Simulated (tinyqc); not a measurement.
What each parameter does: valley splitting of a silicon quantum well in envelope theory.

The well lies at 0 < z < L; U(z) = V0 [1/(1 + exp(z/w)) + 1/(1 + exp((L - z)/w))] - e F z, 1 mV/nm = 1e-4 eV/angstrom. The envelope psi solves -(c/ml) psi'' + U psi = E psi, c = hbar^2/2m0, by three-point differences on a grid of 0.1 angstrom from -40 to L + 40 angstrom. The two valleys at +/- k0 couple through D = C0 times the integral of exp(-i q z) U(z) psi^2, q = 2 k0 (2 pi/a), and split by Ev = 2|D|.

Random alloy: with Y(z) = Yw + (Yb - Yw) B(z), B the bracket in U, and in-plane density exp(-r^2/ad^2)/(pi ad^2), D gains a random complex part of variance sigma^2 = (C0^2/pi)(a^2 V0/(8 ad (Yb - Yw)))^2 (4/a) times the integral of psi^4 Y (1 - Y). Alone it gives a mean splitting sqrt(pi) sigma; together with the smooth part the rms splitting is 2 sqrt(|D|^2 + sigma^2).

Constants: hbar^2/2m0 = 3.80998211 eV angstrom^2.

Inputs chosen for the exercise (near those of a strained Si well in SiGe; shifted at random, so the results belong to these values and not to a real crystal): L = 104 angstrom (well width); V0 = 0.2 eV (conduction offset); ml = 0.928 m0 (mass along z); w = 0.6 angstrom (interface width parameter); F = 4.6 mV/nm (field pressing towards the upper interface); k0 = 0.847 2 pi/a (valley position); a = 5.431 angstrom (lattice constant); C0 = 0.243 (Bloch overlap factor); Yb = 0.29 (Ge share of the barrier); Yw = 0 (Ge share of the well); ad = 170 angstrom (dot radius).

Orbital spacing, psi^2 at z = L, the smooth splitting and sigma; V0 is held fixed when Yw changes.

One parameter was then changed.

Results before and after:
```
case     E2 - E1 (meV)  psi^2(L) (1e-3/angstrom)  2|D| (micro-eV)  sigma (micro-eV)
base             16.93                     2.169            21.11               2.5
changed          16.79                     2.168            21.11               2.5
```

Which of these changes was made? (a) C0 = 0.292; (b) F = 6.9 mV/nm; (c) Yw = 0.03; (d) ad = 210 angstrom; (e) V0 = 0.25 eV; (f) L = 110 angstrom; (g) k0 = 0.827 2 pi/a; (h) w = 0.78 angstrom.

Answer: (f) L = 110 angstrom. Of the candidates, run in turn, only this one gives the changed row.

All candidates:
```
case               E2 - E1 (meV)  psi^2(L) (1e-3/angstrom)  2|D| (micro-eV)  sigma (micro-eV)
base                       16.93                     2.169            21.11               2.5
ad = 210 angstrom          16.93                     2.169            21.11               2.0
Yw = 0.03                  16.93                     2.169            21.11              47.5
L = 110 angstrom           16.79                     2.168            21.11               2.5
V0 = 0.25 eV               16.97                     1.708            21.06               2.4
w = 0.78 angstrom          16.93                     2.094             9.14               2.7
F = 6.9 mV/nm              21.84                     3.261            31.85               3.7
k0 = 0.827 2 pi/a          16.93                     2.169            23.05               2.5
C0 = 0.292                 16.93                     2.169            25.37               3.0
```

Program tinyqc; command `OMP_NUM_THREADS=1 python tinyqc.py 1250674 1250675 out.jsonl`; about 0.2 s on one thread of a shared Intel(R) Xeon(R) Processor @ 2.30GHz.
